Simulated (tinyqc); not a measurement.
Inside a calculation: Slater-Koster d bands of an fcc metal. Values are carried at full precision from step to step, so a last printed digit may differ when a step is redone from the rounded ones.

Slater-Koster d bands. For a bond with direction cosines (l, m, n) the 5 x 5 block is dds Ps + ddp Pp + ddd (1 - Ps - Pp), the projectors on sigma, pi and delta states about the bond; for instance <xy|xy> = 3 l^2 m^2 dds + (l^2 + m^2 - 4 l^2 m^2) ddp + (n^2 + l^2 m^2) ddd, <xy|yz> = 3 l m^2 n dds + l n (1 - 4 m^2) ddp + l n (m^2 - 1) ddd and <3z2-r2|3z2-r2> = (n^2 - (l^2 + m^2)/2)^2 dds + 3 n^2 (l^2 + m^2) ddp + (3/4)(l^2 + m^2)^2 ddd. H(k) sums the blocks times cos(k.R) over the neighbours; the d level is the zero of energy; k in 2 pi/a.

Values chosen for the exercise (of the size met in Ir; the results hold for these values, not for the real material): dds = -1.087 eV (dd sigma); ddp = 0.663 eV (dd pi); ddd = -0.141 eV (dd delta); Es = 3.8 eV (s level); sss = -0.87 eV (ss sigma); sds = -0.38 eV (sd sigma); k = (0.07, 0.33, 0) 2 pi/a (wave vector); Nd = 7 (d electrons per atom).

## The block of one bond

Direction (1,1,0)/sqrt2; its eigenvalues must be dds once, ddp twice and ddd twice.

block (eV), rows xy, yz, zx, x2-y2, 3z2-r2 and columns alike:
```
[[-0.8505, 0, 0, 0, 0.4096],
 [0, 0.2610, 0.4020, 0, 0],
 [0, 0.4020, 0.2610, 0, 0],
 [0, 0, 0, 0.6630, 0],
 [0.4096, 0, 0, 0, -0.3775]]
```

## Levels at Gamma

Neighbours: twelve at (a/2)(1,1,0) and equivalents.

Summing the blocks at k = 0 gives E(t2g) = 3 dds + 4 ddp + 5 ddd, E(eg) = 1.5 dds + 6 ddp + 4.5 ddd.

levels (eV): t2g (threefold) -1.3140, eg (twofold) 1.7130

The t2g level lies lower, by 3.0270 eV.

## The Hamiltonian at one k

An s orbital at Es couples to nearest neighbours alone: <s|s> = sss, <s|xy> = sqrt3 l m sds (cyclic), <s|x2-y2> = (sqrt3/2)(l^2 - m^2) sds, <s|3z2-r2> = (n^2 - (l^2 + m^2)/2) sds.

Sum over the neighbours.

H(k) (eV), rows s, xy, yz, zx, x2-y2, 3z2-r2 and columns alike:
```
[[-3.0965, 0.2472, 0, 0, -0.3073, -0.1867],
 [0.2472, -0.1398, 0, 0, 0, -0.3077],
 [0, 0, -0.1943, -0.3019, 0, 0],
 [0, 0, -0.3019, -2.2700, 0, 0],
 [-0.3073, 0, 0, 0, 0.6203, -0.8414],
 [-0.1867, -0.3077, 0, 0, -0.8414, 1.6429]]
```

## Levels and character

Diagonalise H; t2g is xy, yz, zx and eg the other two.

levels (eV): [-3.1533, -2.3130, -0.2279, -0.1512, 0.2601, 2.1481]

weights, rows s, t2g, eg; columns band 1, band 2, band 3, band 4, band 5, band 6:
```
[[0.983, 0.000, 0.001, 0.000, 0.016, 0.000],
 [0.006, 1.000, 0.833, 1.000, 0.148, 0.014],
 [0.011, 0.000, 0.167, 0.000, 0.836, 0.986]]
```

## Levels at points of symmetry

Coordinates: G (0, 0, 0), X (1, 0, 0), W (1, 0.5, 0), L (0.5, 0.5, 0.5), K (0.75, 0.75, 0); the others lie half way.

Levels (eV):
```
k        band 1  band 2  band 3  band 4  band 5  band 6
G        -6.640  -1.314  -1.314  -1.314   1.713   1.713
G-X 0.5  -3.402  -1.784   0.594   1.044   1.044   2.652
X        -5.490  -4.922   3.402   3.402   3.591   7.469
W        -2.652  -1.044  -1.044   1.412   3.402   7.378
L        -3.892  -1.358  -1.358   2.966   2.966   4.476
L-G 0.5  -3.058  -0.627  -0.562  -0.562   1.566   1.566
K        -4.039  -2.289   1.385   1.990   2.993   7.098
```

On these points the bands run from -6.640 (G) to 7.469 eV (X).

## Second moment and the rectangular band

mu2 = z (dds^2 + 2 ddp^2 + 2 ddd^2)/5 per orbital, with z = 12. A rectangular band with the same mu2 has width W = sqrt(12 mu2), Fermi level W (Nd/10 - 1/2) and bond energy -W Nd (10 - Nd)/20 (Friedel).

mu2 = 5.0411 eV^2
W = 7.7778 eV
Fermi level = 1.5556 eV
bond energy per atom = -8.1666 eV

The bond energy is the attractive part alone; the repulsion between atoms, left out, cancels a large share of it in the cohesive energy.

## Checks

- Levels at Gamma from the formulas against H(0): they agree to 1e-10 or better.
- Second moment from the formula against the mean square level on the mesh: both 5.04113.

Program tinyqc; command `OMP_NUM_THREADS=1 python tinyqc.py 1451207 1451208 out.jsonl`; about 0.07 s on one thread of a shared Intel(R) Xeon(R) Processor @ 2.30GHz.
